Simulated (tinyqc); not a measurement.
# Undoped gate-all-around wire MOSFET, analytic charge model, step by step

Computed by the program tinyqc: `OMP_NUM_THREADS=1 python tinyqc.py 2460001 2460002 out.jsonl`, one thread of a shared Intel Xeon 2.30GHz, about 0.02 s for the whole run. Printed values are rounded.

An undoped round wire of radius R under an insulator shell and a surrounding gate; long channel, electrons only, n = ni exp((psi - V)/Vt) with V the quasi-Fermi potential (0 at the source, Vd at the drain), constant mobility, no quantisation. The radial Poisson equation gives n(r) = n(0)/(1 - (1 - b) r^2/R^2)^2 with b = Q0/(Q + Q0). Q is the electron charge per area of the wire surface.

Inputs (values chosen for the exercise); material values close to those of silicon: temperature T = 325 K; band gap Eg = 1.11 eV; relative permittivity of the semiconductor eps_r = 11.9; conduction-band density of states at T Nc = 3.15e19 cm^-3; valence-band density of states at T Nv = 2.95e19 cm^-3; relative permittivity of the gate insulator eox = 7.55; insulator thickness tox = 2.5 nm; wire radius R = 8 nm; gate work function less that of the intrinsic body dphi = -0.1 V; channel mobility mu = 250 cm^2/(V s); gate length L = 0.5 um; gate voltage Vg = 1.01 V; drain voltage Vd = 0.8 V.

Constants: q = 1.602176634e-19 C, kB = 1.380649e-23 J/K, Vt = kB T/q, eps0 = 8.8541878128e-14 F/cm where lengths are in cm. Results are converted to the units shown.

Range of the model: The surface density at the source passes 0.3 Nc, where Boltzmann statistics fail. mu V/L, with V the smaller of Vd and Vg - V0, passes 3e6 cm/s, so velocity saturation, left out here, would lower the current.

## Constants of the wire

ni = sqrt(Nc Nv) exp(-Eg/(2 Vt)), Eg in volts; Cox = eps0 eox/(R ln(1 + tox/R)); Q0 = 4 eps0 eps_r Vt/R; V0 = dphi + Vt ln[8 eps0 eps_r Vt/(q ni R^2)].

ni = 7.54529e10 cm^-3
Cox = 3.07286 uF/cm^2
Q0 = 147.544 nC/cm^2
V0 = 0.382651 V

## Iteration 1: charge at the source by Newton steps

Q at the start = 15 nC/cm^2

With V = 0: f = Q/Cox + Vt ln(Q/Q0) + Vt ln(1 + Q/Q0) - (Vg - V0); f' = 1/Cox + Vt/Q + Vt/(Q + Q0); Q(new) = Q - f/f'.

f = -0.683780 V
f' = 0.00236482 V cm^2/nC
Q after iteration 1 = 304.147 nC/cm^2

## Iteration 2: charge at the source by Newton steps

As before.

f = -0.476776 V
f' = 4.79515e-4 V cm^2/nC
Q after iteration 2 = 1298.43 nC/cm^2

## Course of the iteration: charge at the source by Newton steps

Stop when Q changes by less than 1e-8 nC/cm^2, or after 40 iterations.

Course of the iteration:

| iteration | Q (nC/cm^2) | \|change\| (nC/cm^2) |
|---|---|---|
| 1 | 304.147 | 289 |
| 2 | 1298.43 | 994 |
| 3 | 1516.71 | 218 |
| 4 | 1518.50 | 1.79 |
| 5 | 1518.50 | 9.92e-5 |
| 6 | 1518.50 | < 1e-10 |

Converged in 6 iterations. At the end the number of correct digits about doubles with each step.

## Drain current and line charge

Qs = 1518.50 nC/cm^2
Qd = 0.308429 nC/cm^2

Q solves Vg - V0 - V = Q/Cox + Vt ln(Q/Q0) + Vt ln(1 + Q/Q0). I = mu (2 pi R/L)[2 Vt (Qs - Qd) + (Qs^2 - Qd^2)/(2 Cox) + Vt Q0 ln((Qd + Q0)/(Qs + Q0))], with Qs at V = 0 and Qd at V = Vd. Electrons per length at the source: 2 pi R Qs/q; surface over centre density: (1 + Qs/Q0)^2.

first term = 2.13724 uA
second term = 9.42973 uA
third term = -0.251531 uA
I = 11.3154 uA
electrons per length = 4.76404 1/nm
surface over centre density = 127.506

The square-law term makes up 83.3 % of the current.
